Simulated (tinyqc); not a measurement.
# One electron in a tunnel-coupled double dot: charge qubit, sensing and quantum capacitance: two studies

Basis (left, right), H = [[ep/2, tc], [tc, -ep/2]], splitting Om = sqrt(ep^2 + 4 tc^2), ep = al times the gate voltage. In equilibrium the electron is on the right with the chance P_R = [1 + (ep/Om) tanh(Om/2 kB T)]/2.

Inputs (values chosen for the exercise):
- tc = 5 ueV (tunnel coupling)
- T = 0.081 K (electron temperature)
- al = 0.48 eV/V (lever arm of the gate on the detuning)
- f0 = 660 MHz (resonator frequency)
- se = 0.9 ueV (deviation of quasi-static detuning noise)

Constants: q = 1.602176634e-19 C, kB = 1.380649e-23 J/K, hbar = 1.054571817e-34 J s, h = 6.62607015e-34 J s, Vt = kB T/q. Results are converted to the units shown.

Each table varies one quantity; the others keep the values above.

## Peak signal against tunnel coupling

At ep = 0: q^2 al^2 dP_R/d(ep) splits into Cq = q^2 al^2 (2 tc^2/Om^3) tanh(Om/2 kB T) and Ct = q^2 al^2 (ep/Om)^2/(4 kB T cosh^2(Om/2 kB T)); Ct appears only if relaxation is faster than the drive. A resonator of frequency f0, capacitance Cp and quality factor Q shifts by df = -f0 Cq/(2 Cp) and its phase by -2 Q Cq/Cp. The slope dP_R/d(ep) there is tanh(tc/kB T)/(4 tc).

Peak signal against tunnel coupling:
```
tc (ueV)	tc/kB T	Cq (aF)	slope (1/ueV)	2 tc/h (GHz)
0.57	0.08166	1319	0.03574	0.2757
1	0.1433	1313	0.03557	0.4836
1.9	0.2722	1290	0.03496	0.9188
3.4	0.4871	1227	0.03323	1.644
6.1	0.8739	1064	0.02883	2.950
11	1.576	770.1	0.02086	5.320
20	2.865	458.4	0.01242	9.672
36	5.158	256.3	0.006944	17.41
66	9.456	139.8	0.003788	31.92
120	17.19	76.90	0.002083	58.03
```

What does the comparison show?

The peak Cq falls from 1320 to 76.9 aF: it levels off at q^2 al^2/(4 kB T) = 1320 aF for weak coupling and goes as tc^(-1.00) between the last two rows. Below tc of about kB T the slope measures temperature rather than coupling. For tc = 0.57, 1, 1.9, 3.4 2 tc/h is less than three times the drive frequency f0, so the electron cannot follow adiabatically.

## Coherence against detuning

Noise in ep shifts Om by (ep/Om) d + (2 tc^2/Om^3) d^2. For Gaussian d of deviation se the spread of Om is sqrt[(ep se/Om)^2 + 2 (2 tc^2 se^2/Om^3)^2], and T2* is estimated as sqrt(2) hbar/spread; Om T2*/h counts the oscillations within T2*.

Results:
```
ep (ueV)	Om (ueV)	T2* (ns)	oscillations within T2*
0	10.00	16.25	39.30
0.25	10.00	15.14	36.62
1	10.05	8.794	21.37
2	10.20	5.043	12.44
4	10.77	2.759	7.185
7.5	12.50	1.721	5.202
15	18.03	1.243	5.418
30	31.62	1.090	8.336
```

Estimate the missing row, ep = 0.5 ueV.

Computed row:
```
ep (ueV)	Om (ueV)	T2* (ns)	oscillations within T2*
0.5	10.01	12.82	31.03
```

With this row back in the table: T2* falls from 16.3 to 1.09 ns, towards sqrt(2) hbar/se = 1.03 ns far from the anticrossing; the first row is 14.9 times the last. First and second order are equal near ep = sqrt(2) se/2 = 0.636 ueV.

Numbers from tinyqc (`OMP_NUM_THREADS=1 python tinyqc.py 2470044 2470045 out.jsonl`; about 0.01 s on one thread of a shared Intel Xeon 2.30GHz).
